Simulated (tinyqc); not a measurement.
# Worked calculation: on-chip interconnect, size-dependent resistivity and RC delay

Numbers from tinyqc (`OMP_NUM_THREADS=1 python tinyqc.py 2100015 2100016 out.jsonl`; about 0.01 s on one thread of a shared Intel Xeon 2.30GHz). Printed values are rounded.

A rectangular line between two neighbours and two ground planes. Surface and grain-boundary scattering are added to the bulk resistivity as corrections; capacitances are parallel-plate values without fringing; inductance is ignored.

Parameters, values chosen for the exercise; metal values close to those of copper: bulk resistivity rho0 = 1.7 uohm cm; bulk mean free path lam = 40.6 nm; specular share of surface scattering ps = 0; reflection coefficient of grain boundaries Rg = 0.32; grain size over the metal width gr = 1; drawn line width wd = 24 nm; aspect ratio, height over width AR = 1.8; liner on both walls and the bottom, not conducting tl = 1.8 nm; space to the neighbouring lines sp = 36 nm; dielectric height to the planes above and below hd = 50 nm; relative permittivity of the dielectric ek = 2.2; Miller factor of the neighbours Mf = 1; line length Lw = 84 um; driver resistance Rd = 17000 ohm; load capacitance Cl = 2.1 fF; time step dt = 18 ps.

Constants: eps0 = 8.8541878128e-12 F/m. Results are converted to the units shown.

Range of the model: The metal width is under the mean free path, where the thick-limit surface term and the simple sum of corrections lose accuracy.

## Resistivity, resistance and capacitance per length

Metal width x = wd - 2 tl, height y = AR wd - tl; grain boundaries (Mayadas-Shatzkes): al = (lam/(gr x)) Rg/(1 - Rg), g = 1/[1 - 3 al/2 + 3 al^2 - 3 al^3 ln(1 + 1/al)] - 1; surfaces (Fuchs-Sondheimer, thick limit): s = (3/8) lam (1 - ps)(1/x + 1/y); rho = rho0 (1 + g + s); r = rho/(x y); c = eps0 ek (2 wd/hd + 2 Mf AR wd/sp).

x = 20.4 nm
y = 41.4 nm
al = 0.936563
g = 1.29227
s = 1.11408
rho = 5.79080 uohm cm
r = 68.5658 ohm/um
c = 0.0654502 fF/um

rho is 3.41 times the bulk value; grain boundaries add more (1.29 against 1.11). The liner takes 18.5 % of the cross-section.

## Ladder and Elmore delays

4 equal pi sections: series Rs = r Lw/4; node capacitances c Lw/4, halved at nodes 0 and 4, with Cl added to node 4; Rd feeds node 0. Elmore delay of node k: the sum, over the resistors on the path to k, of resistance times all capacitance downstream of it.

Rs = 1439.88 ohm

| node | C (fF) | Elmore delay (ps) |
|---|---|---|
| 0 | 0.687227 | 129.163 |
| 1 | 1.37445 | 139.113 |
| 2 | 1.37445 | 147.085 |
| 3 | 1.37445 | 153.077 |
| 4 | 2.78723 | 157.090 |

The far-end value equals Rd (c Lw + Cl) + r Lw (c Lw/2 + Cl) for any number of pi sections; the line resistance contributes 17.8 % of it.

## Step 1: node voltages after a time step

v at t = 0, node 0 to 4 (V): [0, 0, 0, 0, 0]

A 1 V step is applied behind Rd at t = 0. C dv/dt = -G v + b, with G the conductance matrix of the ladder (1/Rs between neighbours, 1/Rd added at node 0) and b = (1 V/Rd, 0, ...). Backward Euler step: (C/dt + G) v(new) = (C/dt) v + b.

v at t = 1 dt, node 0 to 4 (V): [0.209034, 0.153532, 0.114910, 0.088922, 0.072710]

## Step 2: node voltages after a time step

As before.

v at t = 2 dt, node 0 to 4 (V): [0.309315, 0.256327, 0.214642, 0.183922, 0.163647]

## Course in time

A 1 V step is applied behind Rd at t = 0. C dv/dt = -G v + b, with G the conductance matrix of the ladder (1/Rs between neighbours, 1/Rd added at node 0) and b = (1 V/Rd, 0, ...). Backward Euler step: (C/dt + G) v(new) = (C/dt) v + b. The last column solves the same ladder exactly by its modes.

Voltages (V):

| t (ps) | node 0 | node 2 | node 4 | node 4, exact |
|---|---|---|---|---|
| 18.00 | 0.2090 | 0.1149 | 0.0727 | 0.0677 |
| 36.00 | 0.3093 | 0.2146 | 0.1636 | 0.1718 |
| 54.00 | 0.3867 | 0.3003 | 0.2516 | 0.2658 |
| 72.00 | 0.4533 | 0.3759 | 0.3316 | 0.3492 |
| 90.00 | 0.5122 | 0.4431 | 0.4034 | 0.4231 |
| 108.0 | 0.5647 | 0.5030 | 0.4675 | 0.4886 |
| 126.0 | 0.6116 | 0.5565 | 0.5248 | 0.5467 |
| 144.0 | 0.6534 | 0.6042 | 0.5759 | 0.5981 |
| 162.0 | 0.6906 | 0.6468 | 0.6215 | 0.6438 |
| 180.0 | 0.7239 | 0.6848 | 0.6622 | 0.6842 |
| 198.0 | 0.7536 | 0.7187 | 0.6986 | 0.7201 |
| 216.0 | 0.7801 | 0.7489 | 0.7310 | 0.7519 |

The far end of the ladder reaches 0.5 V at 111.4 ps, 0.709 of its Elmore delay (ln 2 = 0.693 for a single pole); the slowest mode has a time constant of 149.3 ps. The largest error of the backward Euler steps at that node is 22 mV.
